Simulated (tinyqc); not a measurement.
# Gain factor and gap resistance from two string resistances

Problem. At small bit-line voltage each of the 96 cells has the resistance 1/(K x) at overdrive x (no mobility reduction) in series with a gap resistance Rg. Find K, Rg and the share of the gaps at the higher overdrive.

resistance of a string of 96 equal cells at overdrives of 3.6 and 7.2 V (kohm): [3161.7778, 1772.8889]

Solution. The resistance per cell is a straight line in 1/x with slope 1/K and intercept Rg.

K = 9.600 uA/V^2
Rg = 4.000 kohm
share of the gaps = 21.66 %

Program tinyqc, `OMP_NUM_THREADS=1 python tinyqc.py 2142096 2142097 out.jsonl`; Intel Xeon 2.30GHz, shared host, one thread, about 0.6 s.
